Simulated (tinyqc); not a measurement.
Inside a calculation: bond unit of a tetrahedral oxide and its oxygen vacancy in tight binding. Values are carried at full precision from step to step, so a last printed digit may differ when a step is redone from the rounded ones.

Two sp3 hybrids h1, h2 at eh = (es + 3 ep)/4 point at one oxygen with orbitals s, px, py, pz; x joins the two cations, z bisects the angle phi, and th = (180 - phi)/2. With u = hbar^2/(m d^2) = 2c/d^2, c = hbar^2/2m0: Vhs = -(1.32 + sqrt3 x 1.42) u/2 and Vhp = (1.42 + sqrt3 x 2.22) u/2. <h|s> = Vhs for both; <h1|px> = Vhp cos(th), <h2|px> = -Vhp cos(th); <h|pz> = Vhp sin(th) for both; py is a lone pair. The unit holds 8 electrons. Coupling between units, which widens the levels into bands, is left out.

Constants: hbar^2/2m0 = 3.80998211 eV angstrom^2.

Parameters, chosen for this exercise (near tabulated values for SiO2; not measured data):
- es = -14.79 eV (s level of the cation)
- ep = -7.65 eV (p level of the cation)
- eos = -33.78 eV (s level of oxygen)
- eop = -16.91 eV (p level of oxygen)
- d = 1.63 angstrom (cation-oxygen distance)
- phi = 159 degrees (bond angle at oxygen)
- R = 2.93 angstrom (cation-cation distance across the vacancy)

## Level and couplings

Form eh, u, Vhs, Vhp and th.

eh (hybrid level) = -9.4350 eV
u = 2.8680 eV

Vhs, Vhp (eV): -5.4198  7.5502

th = 10.5 degrees

## The matrix

Fill it in.

H (eV):
```
         h1       h2         s        px        py        pz
h1  -9.4350        0   -5.4198    7.4238         0    1.3759
h2        0  -9.4350   -5.4198   -7.4238         0    1.3759
s   -5.4198  -5.4198  -33.7800         0         0         0
px   7.4238  -7.4238         0  -16.9100         0         0
py        0        0         0         0  -16.9100         0
pz   1.3759   1.3759         0         0         0  -16.9100
```

## Levels, weights and charge

Diagonalise; the four lowest levels are filled. The excess of electrons on oxygen is twice the oxygen weight of the filled levels less 6.

levels (eV): -36.0075  -24.3167  -17.2433  -16.9100  -6.8742  -2.0283

weights:
```
    level 1  level 2  level 3  level 4  level 5  level 6
h1    0.039    0.166    0.014    0.000    0.447    0.334
h2    0.039    0.166    0.014    0.000    0.447    0.334
s     0.921    0.000    0.006    0.000    0.073    0.000
px    0.000    0.668    0.000    0.000    0.000    0.332
py    0.000    0.000    0.000    1.000    0.000    0.000
pz    0.001    0.000    0.966    0.000    0.034    0.000
```

highest filled to lowest empty = 10.0358 eV
excess electrons on oxygen = 1.123

The highest filled level is the py orbital of oxygen (100 %) and the lowest empty one is 89 % cation hybrid, even under exchange of the two cations. The spacing is that of an isolated unit and exceeds the gap of the solid.

## The odd block in closed form

The combination (h1 - h2)/sqrt2 couples to px alone, with W2 = sqrt2 Vhp cos(th); W3 = (eh - eop)/2; levels (eh + eop)/2 -/+ sqrt(W2^2 + W3^2); polarity W3/sqrt(W2^2 + W3^2).

W2, W3 (eV): 10.4988  3.7375

levels of the odd block (eV): -24.3167  -2.0283

polarity = 0.3354

## The neutral oxygen vacancy

Without the oxygen the two hybrids face each other at distance R and couple by -V2, V2 = 3.22 x 2c/R^2, c = hbar^2/2m0: a bond at eh - V2 with two electrons and an antibond at eh + V2. Levels are measured from eop, the lone-pair level that stands for the top of the valence band.

Form V2 and the two levels above eop. R is a chosen distance; in real silica the neutral vacancy relaxes to about 2.5 angstrom.

V2 = 2.8581 eV

levels above eop (eV): bond 4.6169, lone hybrid 7.4750, antibond 10.3331

bond-antibond splitting = 5.7161 eV

The filled bond lies 4.62 eV above the lone pairs, so it can trap a hole; the antibond lies above the lowest empty level of the intact unit (10.04 eV). A lone hybrid, as in a dangling bond, sits at 7.47 eV.

## Checks

- Levels of the odd block against the full matrix: they agree to 1e-10 or better.

Computed by tinyqc, a small Python program: `OMP_NUM_THREADS=1 python tinyqc.py 1450591 1450592 out.jsonl` (the numbers bound the seed that draws the inputs); one thread of a shared host (Intel(R) Xeon(R) Processor @ 2.30GHz), about 0.01 s for the whole set of steps.
